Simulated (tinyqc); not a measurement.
Out-diffusion of a doped substrate or buried layer into a growing epitaxial film. Changing the later thermal budget (Dt)2. Computed by tinyqc, a small Python program. Command: `OMP_NUM_THREADS=1 python tinyqc.py 3028051 3028052 out.jsonl buried sweep`. One thread of a shared host (Intel(R) Xeon(R) Processor @ 2.30GHz), about 0.01 s of CPU time with the checks.

x is counted from the original substrate surface into the film, whose surface moves as x = v t. Substrate dopant has one diffusivity; the dopant of the film is taken as uniform.

Inputs (values chosen for the exercise, modelled on boron in silicon):
```
quantity,value,unit
prefactor D0,0.968,cm^2/s
activation energy E,3.5,eV
substrate concentration C_s,2.4e+19,1/cm^3
film doping C_e,3.4e+15,1/cm^3
growth rate v,0.21,um/min
film thickness d,7.3,um
growth temperature T,1025,C
"autodoping level at the start, as a share of C_s",2e-05,-
decay length of autodoping,0.61,um
```

Film doping: opposite type.

Constants: k_B = 8.617333262e-05 eV/K.

Method:
- D = D0 exp(-E/(k_B T)); growth time t = d/v; l = 2 sqrt(D t); growth number G = v t/l = d/l; 1 um = 1e-4 cm.
- Temperatures in kelvin are T(C) + 273.15.
- After growth and the later budget: l2 = 2 sqrt(D t + (Dt)2); C(x) = (C_s/2) erfc(x/l2) + share x C_s exp(-x/decay length) for x > 0 (autodoping taken as unchanged by the later budget). The transition x_t solves C(x) = C_e, the metallurgical junction.
- Usable film = d - x_t. Also give x_t for the erfc term alone, after growth and after the later budget.

One run for each value:
```
later thermal budget (Dt)2 (cm^2),"x_t after the later budget, erfc alone (um)",x_t with autodoping (um),usable film (um)
1.00e-13,0.3710,0.3731,6.9269
4.00e-13,0.3721,0.3742,6.9258
1.00e-12,0.3742,0.3763,6.9237
5.00e-12,0.3881,0.3902,6.9098
2.00e-11,0.4360,0.4382,6.8618
6.00e-11,0.5436,0.5459,6.7541
2.00e-10,0.8152,0.8174,6.4826
8.00e-10,1.4986,1.4999,5.8001
3.00e-09,2.8362,2.8364,4.4636
```

Over the rows, x_t after the later budget, erfc alone (um) rises from 0.371 to 2.84 (exponent d ln y / d ln x 0.0021 between the first rows and 0.48 between the last); x_t with autodoping (um) rises from 0.373 to 2.84 (exponent d ln y / d ln x 0.0021 between the first rows and 0.48 between the last); usable film (um) falls from 6.93 to 4.46 (exponent d ln y / d ln x -1.1e-4 between the first rows and -0.20 between the last). At the high end the exponent of x_t after the later budget, erfc alone is 0.48, close to 0.50: the later budget dominates. At the low end the exponent of x_t after the later budget, erfc alone is 0.00, close to 0: the growth dominates.

Caution (all rows): the substrate doping is comparable to or above the intrinsic density at growth temperature, so the diffusivity may be higher on that side.
